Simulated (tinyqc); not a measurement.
AlGaN/GaN HEMT with access regions, lumped model: two steps of the calculation.

A polarisation-induced electron sheet under a Schottky gate, in series with two ungated access regions and contacts. Drift law v = mu E/(1 + mu E/vs) under the gate. Currents in mA/mm, resistances in ohm mm. No self-heating, no channel-length modulation; fits for polarisation, barrier and offset are chosen for the exercise.

Inputs (values chosen for the exercise); values close to those of AlGaN/GaN structures:
```
symbol  value        unit                                               meaning
x        0.22                                    aluminium share of the barrier
d          25          nm                                     barrier thickness
eps_r       9                      relative permittivity of barrier and channel
mu       1300  cm^2/(V s)                                      channel mobility
vs      1.1e7        cm/s                                   saturation velocity
Lg       0.15          um                                           gate length
Ls        1.5          um                                  source access length
Ld          2          um                                   drain access length
Rc       0.34      ohm mm                            resistance of each contact
ft       0.31              share of the drain-access electrons removed by traps
Vg        0.5           V                                          gate voltage
Vd          6           V                                         drain voltage
Ec        2.7       MV/cm                                        critical field
te       0.29          um          depth over which the depleted charge spreads
tf        300          nm                       insulator under the field plate
ei        7.5                           relative permittivity of that insulator
```

Constants: q = 1.602176634e-19 C, eps0 = 8.8541878128e-14 F/cm where lengths are in cm. Results are converted to the units shown.

Task 1. Drain current. Access resistance R(L, n) = L/(q mu n sqrt(1 - (I/(q n vs))^2)); Rs = Rc + R(Ls, n0), Rd = Rc + R(Ld, (1 - ft) n0). Vg' = Vg - I Rs, Vd' = Vd - I (Rs + Rd); with u = Vg' - VT, Vc = vs Lg/mu and w the smaller of Vd' and Vc [sqrt(1 + 2 u/Vc) - 1] (0 if negative), the channel gives (mu Cb/Lg)(u w - w^2/2)/(1 + w/Vc). I(new) = I + 0.2 (channel current - I).

I at the start = 890 mA/mm
VT = -5.0895333 V
Cb = 0.31875076 uF/cm^2
n0 = 1.0125554e13 cm^-2

Wanted: Rs; Rd; Vg'; Vd'; channel current; I after iteration 1.

Result 1.

Rs = 1.1606 ohm mm
Rd = 2.3288 ohm mm
Vg' = -0.53292 V
Vd' = 2.8944 V
channel current = 1262.5 mA/mm
I after iteration 1 = 964.49 mA/mm

Task 2. On-resistance and breakdown. sigma = (5e13 x + 1.6e13 x^2) cm^-2, phiB = 0.84 + 1.3 x, dEc = 0.7 (1.71 x + x^2) in volts, Cb = eps0 eps_r/d, VT = phiB - dEc - q sigma/Cb, access density n0 = -Cb VT/q. Ron = 2 Rc + Ls/(q mu n0) + Ld/(q mu (1 - ft) n0) + Lg/(mu Cb (Vg - VT)). Off state: a depleted stretch that holds the voltage V has the peak field sqrt(k V), k = 2 q n0/(eps0 eps_r te), so one edge holds V1 = Ec^2/k. The sheet under the plate pinches off at Vf = q n0 (1/Cb + tf/(eps0 ei)); beyond it the gate edge is screened. BV = V1 if Vf >= V1, else Vf + V1, and at most Ec Ld. Specific resistance Ron (Ls + Lg + Ld); figure of merit BV^2 over it.

Find: Ron; Vf; V1; BV; specific resistance; figure of merit.

Result 2.

Ron = 2.8304 ohm mm
Vf = 78.379 V
V1 = 51.923 V
BV = 51.923 V
specific resistance = 0.10331 mohm cm^2
figure of merit = 26.096 MW/cm^2

The plate pinches off too late to screen the gate edge, so it adds nothing.

Numbers from tinyqc (`OMP_NUM_THREADS=1 python tinyqc.py 2570085 2570086 out.jsonl`; about 0.01 s on one thread of a shared Intel Xeon 2.30GHz).
